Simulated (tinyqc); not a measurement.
# Slope factor and drain-induced lowering from three currents

Inverse problem. With source and body at 0 V, I = A exp((Vg + dd Vd)/(nf Vt)) (1 - exp(-Vd/Vt)). Find nf, the swing nf Vt ln 10 and dd.

Inputs (values chosen for the exercise): temperature T = 398 K.

Constants: q = 1.602176634e-19 C, kB = 1.380649e-23 J/K, Vt = kB T/q. Results are converted to the units shown.

currents at (Vg, Vd) = (0, 0.05), (0, 0.7) and (0.08, 0.7) V (nA/um): 0.14918038  1.4294394  8.2572510

Solution. The pair at equal Vd gives nf; the pair at equal Vg, after dividing out the factors 1 - exp(-Vd/Vt), gives dd.

nf = 1.330
swing = 105.0 mV/decade
dd = 0.1400

Computed by the program tinyqc: `OMP_NUM_THREADS=1 python tinyqc.py 2242245 2242246 out.jsonl`, one thread of a shared Intel Xeon 2.30GHz, about 0.03 s for the whole run.
